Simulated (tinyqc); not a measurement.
Gupta-type many-body potential for a metal: one step, computed by the program tinyqc.

E_i = sum_j A exp(-p (r_ij/r0 - 1)) - xi rho_i^gamma, with rho_i = sum_j exp(-2 q (r_ij/r0 - 1)); gamma = 1/2 is the tight-binding second-moment form. The crystal is fcc unless stated; d is the neighbour distance and a fixed number of shells is kept.

Task: The (110) surface. fcc shells: d sqrt(k), k = 1..5, with 12, 6, 24, 12, 24 atoms; Omega = d^3/sqrt2. Cut the crystal without relaxation; an atom in layer l keeps the neighbours that lie below the surface plane. Excess = E_i + E_c. Surface energy = sum of excesses over the layers, divided by the area per surface atom: (sqrt3/2) d^2 for (111), d^2 for (100), sqrt2 d^2 for (110).

Inputs (values chosen for the exercise, modelled on lead):
```
quantity                  value      unit
repulsion A               0.101        eV
hopping xi                 0.94        eV
decay p                    9.65         -
decay q                    3.75         -
reference distance r0     3.501  angstrom
shells kept                   2         -
embedding exponent gamma    0.5         -
```

Surface: (110).

neighbour distance d = 3.471108 angstrom

cohesive energy E_c = 2.072014 eV

Constants: 1 eV/angstrom^2 = 16.02176634 J/m^2.

Give: Layers; excess per surface atom; surface energy.

Result:

Layers:
```
layer  nearest neighbours  repulsion (eV)     rho  excess (eV)
1                       7          0.7761   7.659      0.24665
2                      11          1.2148  11.923      0.04092
```

excess per surface atom = 0.28757 eV

surface energy = 0.27039 J/m^2
